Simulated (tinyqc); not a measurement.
# Gain of the pnp from the holding current

Inverse problem. On state with both base-emitter voltages at Von: npn base current Ib = (Von/Rs + bp Von/Rw)/(bn bp - 1), holding current Ih = (bn + 1) Ib + Von/Rs. Find bp.

Values chosen for this exercise: current gain of the npn bn = 22.9; substrate resistance shunting the npn Rs = 250 ohm; well resistance shunting the pnp Rw = 1200 ohm; base-emitter voltage in the on state Von = 0.71 V.

Ih = 4.8445734 mA

Solution. Ih gives Ib, and Ib (bn bp - 1) = Von/Rs + bp Von/Rw is linear in bp.

bp = 2.20

tinyqc, about 0.06 s, one thread, Intel Xeon 2.30GHz (shared host): `OMP_NUM_THREADS=1 python tinyqc.py 2670111 2670112 out.jsonl`
